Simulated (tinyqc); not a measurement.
Gap voltage and exponent from three temperatures.

Inverse problem. At constant current VBE(T) = Vg0 - a T - eta (kB T/q) ln T, where a is a constant. Find Vg0, eta and dVBE/dT at the middle temperature.

Constants: q = 1.602176634e-19 C, kB = 1.380649e-23 J/K. Results are converted to the units shown.

T (K): 233  253  300
VBE at a constant current (V): 0.8909553435  0.8616940704  0.7907488882

Answer. The relation is linear in Vg0, a and eta, so three points give a linear system; the slope is (VBE - Vg0 - eta kB T/q)/T. eta rests on the curvature of VBE(T) alone, so real fits need accuracy of some tens of microvolts or better.

Vg0 = 1.14 V
eta = 4.20
dVBE/dT = -1.48 mV/K

Numbers from tinyqc (`OMP_NUM_THREADS=1 python tinyqc.py 2062098 2062099 out.jsonl`; about 0.02 s on one thread of a shared Intel Xeon 2.30GHz).
